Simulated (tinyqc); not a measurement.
Inside a calculation. Method: coherent transport through a tight-binding region between two chains. Computed by tinyqc, a small Python program that keeps every step. Settings: temperature = 300, mu = -0.44. Command: `OMP_NUM_THREADS=1 python tinyqc.py 24088 24089 out.jsonl` (the two numbers bound the seeds that draw the settings). One thread of a shared host (Intel(R) Xeon(R) Processor @ 2.60GHz), about 0.07 s of CPU time with the checks.

## Transmission at E = -0.71 eV

H of the central region (eV):
$$\begin{pmatrix}
0.000000 & -1.890000 & 0.000000 & 0.000000 \\
-1.890000 & 0.590000 & -1.620000 & 0.000000 \\
0.000000 & -1.620000 & 0.590000 & -0.550000 \\
0.000000 & 0.000000 & -0.550000 & 0.000000
\end{pmatrix}$$

Leads: semi-infinite chains with site energy 0:
```
parameter                           value
lead hopping t (eV)              2.910000
coupling to the left lead (eV)   1.410000
coupling to the right lead (eV)  1.080000
left contact site                       1
right contact site                      4
```

E = -0.710000 eV

Surface Green function g = (E - i sqrt(4 t^2 - E^2)) / (2 t^2); self-energy tc^2 g on each contact site; G = (E - H - Sigma)^(-1); Gamma = -2 Im Sigma; T = Gamma_L Gamma_R |G_LR|^2; local density of states -Im G_ii / pi.

g = -0.041922-0.341076i 1/eV

G (1/eV):
$$\begin{pmatrix}
-0.258083-0.144292i & 0.391761+0.044753i & 0.615472+0.204253i & 0.300840+0.350963i \\
0.391761+0.044753i & 0.145950-0.125717i & 0.277350-0.153096i & 0.225666+0.008432i \\
0.615472+0.204253i & 0.277350-0.153096i & -0.495486-0.361150i & -0.169890-0.402691i \\
0.300840+0.350963i & 0.225666+0.008432i & -0.169890-0.402691i & -1.066246-0.976651i
\end{pmatrix}$$

local density of states (1/eV): [0.045930, 0.040017, 0.114958, 0.310878]

transmission = 0.230575

## Transmission across the band

The same steps on a grid of energies.

T(E):
```
E (eV)              T
-5.52900000  5.31e-07
-4.97610000  3.61e-06
-4.42320000  0.000016
-3.87030000  0.000072
-3.31740000  0.000399
-2.76450000  0.003650
-2.21160000  0.063135
-1.65870000  0.051563
-1.10580000  0.083234
-0.55290000  0.383729
0.00000000   0.809391
0.55290000   0.924326
1.10580000   0.160144
1.65870000   0.033799
2.21160000   0.018343
2.76450000   0.037706
3.31740000   0.009855
3.87030000   0.000521
4.42320000   0.000071
4.97610000   0.000012
5.52900000   1.49e-06
```

levels of the isolated region (eV): [-2.118734, -0.278188, 0.620003, 2.956919]

## Current

I = (2e/h) int T(E) [f(E - mu - V/2) - f(E - mu + V/2)] dE at 300 K with mu = -0.44 eV, the bias not changing H; 2e^2/h = 77.48092 microsiemens; the integral runs over the band on 4001 points.

Current:
```
V (volt)  I (microampere)
0.010000         0.418938
0.050000         2.094783
0.100000         4.190081
0.200000         8.382476
0.400000        16.737614
0.800000        32.659100
```
